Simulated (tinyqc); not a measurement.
Transient enhanced diffusion after implantation: plus-n interstitials, dissolving clusters and loss to the surface: one step, computed by the program tinyqc.

The implant leaves n Q interstitials in clusters at depth R_p. While clusters last they hold the free interstitials at a supersaturation S = C_I/C_I*; interstitials drain to the surface, and the part f_I of the dopant diffusion that uses interstitials speeds up in proportion to S.

Question. Duration and total effect at this temperature. The clusters last tau = n Q/J. If they dissolve fully at this T, the extra budget is (D/D* - 1) D* tau.

Inputs (values chosen for the exercise, modelled on indium in silicon): implant dose Q = 1.3e+13 1/cm^2; interstitials kept per ion n = 1; anneal (peak) temperature T = 750 C.

Anneal: spike.

flux J = 2.241894e+10 1/(cm^2 s)

enhancement D/D* = 286.8286

equilibrium diffusivity D* = 1.721049e-18 cm^2/s

Give: duration tau; extra budget if complete.

Answer.

duration tau = 579.9 s

extra budget if complete = 2.853e-13 cm^2
